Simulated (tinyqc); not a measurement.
## Electron continuity equation in a given potential, Scharfetter-Gummel discretisation: three discretisations compared

Steady state in one dimension: J = q mu n E + q D dn/dx with E = -dpsi/dx and D = mu Vt, dJ/dx = q (n/tau - G), fixed densities nL and nR at the ends. The potential is given, psi = 0 for x < L/2 and U (2 x/L - 1) beyond, and is not changed by the electrons.

9 equal intervals. Fluxes J_i = (q D/h)(n_(i+1) P_i - n_i Q_i), d_i = (psi_(i+1) - psi_i)/Vt: Scharfetter-Gummel P = B(d), Q = B(-d), B(d) = d/(exp(d) - 1); central P = 1 - d/2, Q = 1 + d/2; upwind P = 1 + max(-d, 0), Q = 1 + max(d, 0). Balance at each inner node: J_i - J_(i-1) = q h (n_i/tau - G). The reference is Scharfetter-Gummel on 1800 intervals.

Values chosen for this exercise; mobility close to that of silicon at room temperature:
```
symbol    value        unit                               meaning
T           273           K                           temperature
mu         1340  cm^2/(V s)                     electron mobility
L           5.2          um                  length of the region
nL       5.9e12       cm^-3                      density at x = 0
nR            0       cm^-3                      density at x = L
tau     4.3e-10           s                              lifetime
G             0  cm^-3 s^-1               uniform generation rate
U          0.25           V  potential difference psi(L) - psi(0)
```

Constants: q = 1.602176634e-19 C, kB = 1.380649e-23 J/K, Vt = kB T/q. Results are converted to the units shown.

Densities (cm^-3):
```
node,Scharfetter-Gummel,central,upwind,reference
0,5.9000e12,5.9000e12,5.9000e12,5.9000e12
1,3.5497e12,3.5511e12,3.5450e12,3.5450e12
2,2.0735e12,2.0767e12,2.0631e12,2.0812e12
3,1.1080e12,1.1138e12,1.0893e12,1.1404e12
4,4.1536e11,4.2520e11,3.8366e11,4.8636e11
5,2.2439e11,2.2539e11,2.2557e11,2.0340e11
6,2.0330e11,2.0403e11,2.0268e11,1.8396e11
7,1.8325e11,1.8373e11,1.7568e11,1.6553e11
8,1.5415e11,1.7837e11,1.2816e11,1.3904e11
9,0,0,0,0
```

What do the numbers show?

Largest errors as a share of the largest reference density listed: Scharfetter-Gummel 1.2 %, central 1.0 %, upwind 1.7 %. The largest |d| is 2.36. Upwinding stays positive but acts as if D were larger by the factor 1 + |d|/2, up to 2.18 here.

Program tinyqc, `OMP_NUM_THREADS=1 python tinyqc.py 2220137 2220138 out.jsonl`; Intel Xeon 2.30GHz, shared host, one thread, about 0.01 s.
